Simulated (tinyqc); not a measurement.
Inside a calculation. Method: sp3 tight binding, zinc-blende lattice. One step of it, computed by the program tinyqc.

Task: Bloch Hamiltonian at k. Slater-Koster rules over the four bonds with direction cosines (l, m, n): ss V_ss; s-px l V_sp; px-s -l V_sp; px-px l^2 V_pps + (1 - l^2) V_ppp; px-py l m (V_pps - V_ppp); each times exp(i k.d).

Parameters chosen for this model: zinc-blende lattice, anion at 0, cation at a/4 (1,1,1); V = eta hbar^2 / (m d^2), hbar^2/m = 7.619964 eV angstrom^2:

| parameter | value | unit |
|---|---|---|
| a | 4.500000 | angstrom |
| d | 1.948557 | angstrom |
| Es anion | -12.240000 | eV |
| Ep anion | -6.830000 | eV |
| Es cation | -12.240000 | eV |
| Ep cation | -6.830000 | eV |
| eta ss | -1.320000 |  |
| eta sp | 1.420000 |  |
| eta pp sigma | 2.220000 |  |
| eta pp pi | -0.630000 |  |
| V ss | -2.649113 | eV |
| V sp | 2.849804 | eV |
| V pp sigma | 4.455327 | eV |
| V pp pi | -1.264350 | eV |

k point k (2 pi / a): 0.080000  -0.380000  0.630000

Give: H(k) at k.

Result:

H(k) at k (eV):
```
                a s           a px          a py           a pz
a s         -12.240          0.000         0.000          0.000
a px          0.000         -6.830         0.000          0.000
a py          0.000          0.000        -6.830          0.000
a pz          0.000          0.000         0.000         -6.830
c s   -4.774+0.624i  -3.067+0.375i  0.570-2.015i  -0.255+4.514i
c px   3.067-0.375i   1.157-0.151i  0.295-5.230i  -0.661+2.335i
c py  -0.570+2.015i   0.295-5.230i  1.157-0.151i   3.555-0.434i
c pz   0.255-4.514i  -0.661+2.335i  3.555-0.434i   1.157-0.151i

                c s           c px           c py           c pz
a s   -4.774-0.624i   3.067+0.375i  -0.570-2.015i   0.255+4.514i
a px  -3.067-0.375i   1.157+0.151i   0.295+5.230i  -0.661-2.335i
a py   0.570+2.015i   0.295+5.230i   1.157+0.151i   3.555+0.434i
a pz  -0.255-4.514i  -0.661-2.335i   3.555+0.434i   1.157+0.151i
c s         -12.240          0.000          0.000          0.000
c px          0.000         -6.830          0.000          0.000
c py          0.000          0.000         -6.830          0.000
c pz          0.000          0.000          0.000         -6.830
```
